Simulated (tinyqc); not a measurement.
Short-channel transistor, virtual-source model with series resistance: two steps of the calculation.

The current per gate width is the charge at the top of the source barrier (the virtual source) times its velocity times a saturation function; al and be are fitting constants of the model. Units: I in uA/um, Rs in ohm um, so I Rs = 1e-6 I Rs in volts; Q in uC/cm^2, so I = 1e-4 Q vx0 Fsat with vx0 in cm/s.

Inputs (values chosen for the exercise): temperature T = 300 K; inversion capacitance Cinv = 2.83 uF/cm^2; velocity at the virtual source vx0 = 5.03e6 cm/s; apparent mobility mu = 130 cm^2/(V s); channel length L = 25 nm; threshold at zero drain voltage VT0 = 0.488 V; drain-induced barrier lowering dl = 0.196 V/V; subthreshold factor n0 = 1.6; growth of n with drain voltage nd = 0 1/V; threshold shift (in units of Vt) from weak to strong inversion al = 3.5; sharpness of saturation be = 1.6; series resistance of each contact Rs = 150 ohm um; gate voltage Vgs = 1.2 V; drain voltage Vds = 1.2 V.

Constants: q = 1.602176634e-19 C, kB = 1.380649e-23 J/K, Vt = kB T/q. Results are converted to the units shown.

Task 1. Current through the series resistance. Intrinsic voltages Vg' = Vgs - I Rs, Vd' = Vds - 2 I Rs. n = n0 + nd Vd', VT = VT0 - dl Vd', Ff = 1/(1 + exp((Vg' - VT + al Vt/2)/(al Vt))), Q = Cinv n Vt ln(1 + exp((Vg' - VT + al Vt Ff)/(n Vt))), Vdsat = (vx0 L/mu)(1 - Ff) + Vt Ff, Fsat = u/(1 + u^be)^(1/be) with u = Vd'/Vdsat, and I(out) = Q vx0 Fsat per width. (Fsat takes the sign of u.) Newton step: I(new) = I + (I(out) - I)/(1 - s), s = dI(out)/dI by a central difference with +/- 0.001 uA/um.

I at the start = 0 uA/um

Wanted: Vg'; Vd'; VT; Ff; Q; Vdsat; Fsat; I(out); s; I after iteration 1.

Result 1.

Vg' = 1.2000 V
Vd' = 1.2000 V
VT = 0.25280 V
Ff = 1.7238e-5
Q = 2.6806 uC/cm^2
Vdsat = 0.096730 V
Fsat = 0.98904
I(out) = 1333.6 uA/um
s = -0.29979
I after iteration 1 = 1026.0 uA/um

Task 2. What the series resistance costs. n = n0 + nd Vd', VT = VT0 - dl Vd', Ff = 1/(1 + exp((Vg' - VT + al Vt/2)/(al Vt))), Q = Cinv n Vt ln(1 + exp((Vg' - VT + al Vt Ff)/(n Vt))), Vdsat = (vx0 L/mu)(1 - Ff) + Vt Ff, Fsat = u/(1 + u^be)^(1/be) with u = Vd'/Vdsat, and I = Q vx0 Fsat per width. I0 is the current for Rs = 0. Effective velocity I/Q; transit time L Q/I.

converged I = 1025.3738 uA/um
I0 = 1333.5526 uA/um

Find: loss against I0; effective velocity; transit time.

Result 2.

loss against I0 = 23.11 %
effective velocity = 4.942e6 cm/s
transit time = 0.5058 ps

The carriers leave the virtual source at 98.3 % of vx0: the device is in saturation.

Program tinyqc, `OMP_NUM_THREADS=1 python tinyqc.py 2380032 2380033 out.jsonl`; Intel Xeon 2.30GHz, shared host, one thread, about 0.01 s.
